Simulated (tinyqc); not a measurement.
Solid solubility of a dopant against its melt (retrograde solidus), clustering and the electrically active fraction: one step, computed by the program tinyqc.

Question. Liquidus and solidus at T. x_l and x_s are atom fractions of the dopant in melt and solid; the solid is dilute. Liquidus of the host: R T ln(1 - x_l) + L x_l^2 = -H_f (1 - T/T_m). Distribution: k = x_s/x_l = exp[L (1 - x_l)^2/(R T)] exp(S/k_B - H/(k_B T)), the first factor being the activity coefficient in the melt. Solubility = x_s N0; at T_m x_l = 0.

Inputs (values chosen for the exercise, of the order of those of copper in silicon for the solubility):
```
quantity                                   value    unit
melting point of the host T_m               1687       K
heat of melting of the host H_f             50.2  kJ/mol
interaction L of the melt                    -12  kJ/mol
enthalpy of transfer from melt to solid H   1.35      eV
entropy of transfer S                       2.46     k_B
site density N0                            5e+22  1/cm^3
temperature T                               1425       K
```

Constants: R = 8.314462618 J/(mol K); k_B = 8.617333262e-05 eV/K.

Give: x_l; distribution coefficient k; x_s; solubility; k at the melting point.

Answer.

x_l = 0.3940

distribution coefficient k = 1.356e-04

x_s = 5.343e-05

solubility = 2.671e+18 1/cm^3

k at the melting point = 4.611e-04

k has changed by a factor 0.29 from its value at T_m, while x_l has grown from 0 to 0.394.
